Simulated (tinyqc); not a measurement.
Thickness, silicon consumed, volume change, sheet resistance: thermodynamics of metal silicides: hull, first phase, silicon consumed, nucleation and stability against SiO2. Computed by tinyqc, a small Python program. Command: `OMP_NUM_THREADS=1 python tinyqc.py 3027001 3027002 out.jsonl silphase walk`. One thread of a shared host (Intel(R) Xeon(R) Processor @ 2.30GHz), about 0.01 s of CPU time with the checks.

Entropies of formation of the solids are neglected, so heats stand for free energies. Si fractions: M2Si 0.3333, MSi 0.5000, MSi2 0.6667.

Inputs (values chosen for the exercise, for a model metal): molar volume of M = 6.67 cm^3/mol; molar volume of Si = 12.06 cm^3/mol; metal thickness t = 20 nm.

Phases: M2Si, MSi, MSi2.

volumes of the three phases per mole of M (cm^3/mol): 9.74  13.4  23.3

resistivities of the three phases (microohm cm): 48  25  25

Method. Per phase M_a Si_b, for ample silicon (not limited to t_Si): silicide thickness = t V/V_M; silicon consumed = t (b/a) V_Si/V_M; net volume change = V/(V_M + (b/a) V_Si) - 1; the top surface lies (silicide thickness - silicon consumed) above the old interface; sheet resistance = resistivity/thickness.

Films:

| phase | thickness (nm) | Si consumed (nm) | volume change (%) | top above old interface (nm) | sheet resistance (ohm) |
|---|---|---|---|---|---|
| M2Si | 29.205 | 18.081 | -23.307 | 11.124 | 16.435 |
| MSi | 40.180 | 36.162 | -28.457 | 4.018 | 6.222 |
| MSi2 | 69.865 | 72.324 | -24.326 | -2.459 | 3.578 |

silicon consumed by MSi = 36.162 nm

sheet resistance of MSi = 6.2220 ohm

For a given sheet resistance the silicon consumed goes as resistivity x (b/a)/V: M2Si 2.46, MSi 1.87, MSi2 2.15. It is least for MSi, which matters on shallow junctions and thin silicon. All three reactions shrink the total volume.

Extremes, crossings and ranges named in words are read from the listed rows.
